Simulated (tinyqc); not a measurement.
Pariser-Parr-Pople SCF with singles CI, for the molecule c1cnc2[nH]nnc2n1 (SMILES; centres numbered as the heavy atoms are written), step by step. One step of it, computed by the program tinyqc.

Problem. Iteration 2: Fock matrix. F_rr = H_rr + P_rr gamma_rr / 2 + sum_(s != r) P_ss gamma_rs; F_rs = H_rs - P_rs gamma_rs / 2; E = tr P (H + F) / 2 + core repulsion sum_(r<s) z_r z_s gamma_rs.

P after iteration 1, order 1C, 2C, 3N, 4C, 5N, 6N, 7N, 8C, 9N:
```
[[0.916350, 0.558163, 0.015437, -0.249880, 0.075067, 0.143093, -0.176301, -0.089851, 0.722804],
 [0.558163, 0.911556, 0.714622, -0.110495, -0.162417, 0.166438, 0.036496, -0.244929, 0.028136],
 [0.015437, 0.714622, 1.192730, 0.537997, -0.090921, -0.117294, 0.065894, 0.057080, -0.316376],
 [-0.249880, -0.110495, 0.537997, 1.016216, 0.550198, -0.211472, -0.105822, 0.499948, 0.068708],
 [0.075067, -0.162417, -0.090921, 0.550198, 1.370348, 0.596474, -0.334848, -0.154070, 0.068817],
 [0.143093, 0.166438, -0.117294, -0.211472, 0.596474, 1.196215, 0.656283, -0.164608, -0.149067],
 [-0.176301, 0.036496, 0.065894, -0.105822, -0.334848, 0.656283, 1.256643, 0.564688, -0.055589],
 [-0.089851, -0.244929, 0.057080, 0.499948, -0.154070, -0.164608, 0.564688, 0.971535, 0.535490],
 [0.722804, 0.028136, -0.316376, 0.068708, 0.068817, -0.149067, -0.055589, 0.535490, 1.168408]]
```

core matrix H (eV), order 1C, 2C, 3N, 4C, 5N, 6N, 7N, 8C, 9N:
```
[[-42.406231, -2.390000, 0.000000, 0.000000, 0.000000, 0.000000, 0.000000, 0.000000, -2.470000],
 [-2.390000, -42.665743, -2.470000, 0.000000, 0.000000, 0.000000, 0.000000, 0.000000, 0.000000],
 [0.000000, -2.470000, -50.205629, -2.470000, 0.000000, 0.000000, 0.000000, 0.000000, 0.000000],
 [0.000000, 0.000000, -2.470000, -51.682463, -2.310000, 0.000000, 0.000000, -2.390000, 0.000000],
 [0.000000, 0.000000, 0.000000, -2.310000, -59.694600, -2.310000, 0.000000, 0.000000, 0.000000],
 [0.000000, 0.000000, 0.000000, 0.000000, -2.310000, -50.487697, -2.470000, 0.000000, 0.000000],
 [0.000000, 0.000000, 0.000000, 0.000000, 0.000000, -2.470000, -50.019528, -2.470000, 0.000000],
 [0.000000, 0.000000, 0.000000, -2.390000, 0.000000, 0.000000, -2.470000, -49.770686, -2.470000],
 [-2.470000, 0.000000, 0.000000, 0.000000, 0.000000, 0.000000, 0.000000, -2.470000, -49.161685]]
```

repulsion gamma_rs (eV), order 1C, 2C, 3N, 4C, 5N, 6N, 7N, 8C, 9N:
```
[[10.960000, 5.306011, 3.855526, 3.500201, 2.784146, 2.423428, 2.828160, 3.851371, 5.313242],
 [5.306011, 10.960000, 5.313242, 3.851371, 3.016529, 2.423428, 2.622906, 3.500201, 3.855526],
 [3.855526, 5.313242, 11.030000, 5.314941, 4.059326, 2.908410, 2.941412, 3.856042, 3.507405],
 [3.500201, 3.851371, 5.314941, 10.960000, 6.019106, 4.028389, 4.027296, 5.306011, 3.856042],
 [2.784146, 3.016529, 4.059326, 6.019106, 18.080000, 6.027220, 4.423411, 4.420365, 3.144497],
 [2.423428, 2.423428, 2.908410, 4.028389, 6.027220, 11.030000, 5.322804, 4.028389, 2.908410],
 [2.828160, 2.622906, 2.941412, 4.027296, 4.423411, 5.322804, 11.030000, 5.313001, 3.727126],
 [3.851371, 3.500201, 3.856042, 5.306011, 4.420365, 4.028389, 5.313001, 10.960000, 5.314941],
 [5.313242, 3.855526, 3.507405, 3.856042, 3.144497, 2.908410, 3.727126, 5.314941, 11.030000]]
```

Centres (angstrom, eV; a flat drawing with bonds scaled to 1.40 angstrom):
```
centre          x          y  core charge z          W   gamma_rr
1C       2.152000  -0.700000              1   9.760000  10.960000
2C       2.152000   0.700000              1   9.760000  10.960000
3N       0.939000   1.400000              1  14.390000  11.030000
4C      -0.273000   0.700000              1   9.760000  10.960000
5N      -1.605000   1.133000              2  25.800000  18.080000
6N      -2.427000   0.000000              1  14.390000  11.030000
7N      -1.605000  -1.133000              1  14.390000  11.030000
8C      -0.273000  -0.700000              1   9.760000  10.960000
9N       0.939000  -1.400000              1  14.390000  11.030000
```

Give: F; pi energy.

Solution.

F (eV), order 1C, 2C, 3N, 4C, 5N, 6N, 7N, 8C, 9N:
```
[[-4.174, -3.871, -0.030, 0.437, -0.104, -0.173, 0.249, 0.173, -4.390],
 [-3.871, -4.323, -4.368, 0.213, 0.245, -0.202, -0.048, 0.429, -0.054],
 [-0.030, -4.368, -9.268, -3.900, 0.185, 0.171, -0.097, -0.110, 0.555],
 [0.437, 0.213, -3.900, -5.268, -3.966, 0.426, 0.213, -3.716, -0.132],
 [-0.104, 0.245, 0.185, -3.966, -10.310, -4.108, 0.741, 0.341, -0.108],
 [-0.173, -0.202, 0.171, 0.426, -4.108, -9.638, -4.217, 0.332, 0.217],
 [0.249, -0.048, -0.097, 0.213, 0.741, -4.217, -8.560, -3.970, 0.104],
 [0.173, 0.429, -0.110, -3.716, 0.341, 0.332, -3.970, -3.973, -3.893],
 [-4.390, -0.054, 0.555, -0.132, -0.108, 0.217, 0.104, -3.893, -8.597]]
```

pi energy = -148.640 eV
